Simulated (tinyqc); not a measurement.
Thinning the film: dielectric confinement in a thin film (image charges).

A film |z| < t/2 of dielectric constant eps between half-spaces of dielectric constant e2; lam = (eps - e2)/(eps + e2), q = e^2/(4 pi eps0). The self-energy of a band edge is taken with the high-frequency value, e2 = eh, and the field of a fixed ion with the static one, e2 = eo. A charge at z has images lam^|n| at n t + (-1)^n z. Its self-energy is S(z) = (q/2 eps) sum over n >= 1 of lam^n [1/(n t - 2z) + 1/(n t + 2z)] for odd n and 2 lam^n/(n t) for even n; at the centre S(0) = -(q/(eps t)) ln(1 - lam).

Donor at the centre, lam from the static eo, trial function cos(pi z/t) exp(-rho/l): E(l) = c/(m l^2) - (q/eps) times the integral over k of F(k t) (1 + (k l/2)^2)^(-3/2), with F(x) = F0 + 2 lam exp(-x) G/(1 - lam exp(-x)), F0 = 2[(1 - exp(-x/2))/x + x (1 + exp(-x/2))/(x^2 + 4 pi^2)], G = 2 sinh(x/2)[1/x - x/(x^2 + 4 pi^2)]; c = hbar^2/2m0. The binding energy is -E at the minimum, counted from the subband edge with its self-energy.

Constants: e^2/(4 pi eps0) = 14.39964547 eV angstrom; hbar^2/2m0 = 3.80998211 eV angstrom^2; Ry = 13.60569312 eV.

Values chosen for the exercise (near those of a Ge film between layers of HfO2; shifted at random, so the results belong to these values and not to a real crystal): eps = 15.8 (dielectric constant of the film); eh = 4 (high-frequency dielectric constant outside); eo = 21 (static dielectric constant outside); m = 0.144 m0 (mass in the plane); mz = 0.117 m0 (mass across the film); ts = (10, 15, 22, 32, 48, 70, 100) angstrom (thicknesses).

<S> is the mean over (2/t) cos^2(pi z/t); confinement c (pi/t)^2/mz; donor binding with and without images.

Results:

| t (angstrom) | <S> (meV) | confinement (meV) | binding, no images (meV) | binding (meV) | l (angstrom) |
|---|---|---|---|---|---|
| 10 | 94.6 | 3213.9 | 26.8 | 18.1 | 38.6 |
| 15 | 63.1 | 1428.4 | 25.3 | 17.8 | 39.5 |
| 22 | 43.0 | 664.0 | 23.5 | 17.4 | 40.9 |
| 32 | 29.6 | 313.9 | 21.6 | 16.6 | 43.1 |
| 48 | 19.7 | 139.5 | 19.3 | 15.5 | 46.4 |
| 70 | 13.5 | 65.6 | 17.0 | 14.2 | 50.6 |
| 100 | 9.5 | 32.1 | 14.9 | 12.7 | 55.7 |

Between 100 and 10 angstrom the binding goes from 12.7 to 18.1 meV; quantum confinement alone would take it from 14.9 to 26.8, so the images supply -2.1 and -8.8 meV. |<S>| goes as 1/t and exceeds the confinement energy beyond 340 angstrom. Hard-wall energies above 300 meV (up to t = 32 angstrom) overstate the confinement: walls are finite and valleys non-parabolic.

tinyqc: `OMP_NUM_THREADS=1 python tinyqc.py 1251760 1251761 out.jsonl`; about 0.07 s, one thread, shared Intel(R) Xeon(R) Processor @ 2.30GHz.
